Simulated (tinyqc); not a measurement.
Width of the well: strained quantum well: band edges, subbands and transparency.

Growth on (001), barriers unstrained: tr(e) = e (2 - nu2), Z = b e (1 + nu2); Ec = Ev + Eg + ac tr(e), E_HH = Ev + av tr(e) + Z, E_LH = Ev + av tr(e) - Z (coupling to the split-off band left out).

Masses along z: me, 1/(g1 - 2 g2) for HH, 1/(g1 + 2 g2) for LH, likewise in the barrier; in the plane me, 1/(g1 + g2) for HH and 1/(g1 - g2) for LH (no mixing, which understates the hole masses away from k = 0). Level n solves k L + 2 atan[(k/m)/(kappa/mb)] = n pi, k = sqrt(m E/c), kappa = sqrt(mb (V - E)/c), c = hbar^2/2m0.

Transparency (Bernard-Duraffourg): Fc - Fv equals the lowest transition energy with n = p, n = sum m/(2 pi c) kB T ln(1 + exp((Fc - E)/kB T)) and p likewise over the listed subbands; c = hbar^2/2m0, 1/angstrom^2 = 1e16/cm^2.

Constants: hbar^2/2m0 = 3.80998211 eV angstrom^2; kB = 8.617333262e-05 eV/K; hc = 1239.841984 eV nm.

Values chosen for the exercise (near those of an InGaAs/InP well; the results hold for these values, not for the real material): e = 0.0025 (strain in the plane); nu2 = 0.992 (2 C12/C11); Eg = 0.757 eV (unstrained gap of the well); Ev = -0.6 eV (its valence edge); ac = -6.12 eV; av = 1.08 eV (Ev moves by av tr(e)); b = -1.9 eV (shear potential); Egb = 1.353 eV (gap of the barrier); Evb = -0.94 eV (its valence edge); me = 0.0442 m0 (electron mass); g1 = 13.49 (gamma1); g2 = 5.28 (gamma2); meb = 0.08 m0; g1b = 5.08; g2b = 1.6; T = 350 K (temperature); Ls = (25, 35, 50, 65, 85, 110, 150) angstrom (widths).

All levels anew.

Results:
```
L (angstrom)  wavelength (nm)  top hole  hh1 - lh1 (meV)  n_tr (1e12/cm^2)  share in top  n_tr/L (1e18/cm^3)
25                       1262       hh1               82             0.462          0.83                1.85
35                       1347       hh1               65             0.488          0.74                1.40
50                       1433       hh1               45             0.543          0.58                1.09
65                       1488       hh1               31             0.603          0.46                0.93
85                       1534       hh1               18             0.677          0.36                0.80
110                      1570       hh1                8             0.770          0.28                0.70
150                      1604       lh1               -1             0.926          0.49                0.62
```

What can be read from this table?

The wavelength tunes by 342 nm. The sheet density at transparency changes from 0.46 to 0.93, the top hole subband holding 0.83 and 0.49 of the holes at the ends, while the volume density falls by a factor 3.0. Critical thickness and carrier escape are left out.

Program tinyqc; command `OMP_NUM_THREADS=1 python tinyqc.py 1280058 1280059 out.jsonl`; about 0.01 s on one thread of a shared Intel(R) Xeon(R) Processor @ 2.30GHz.
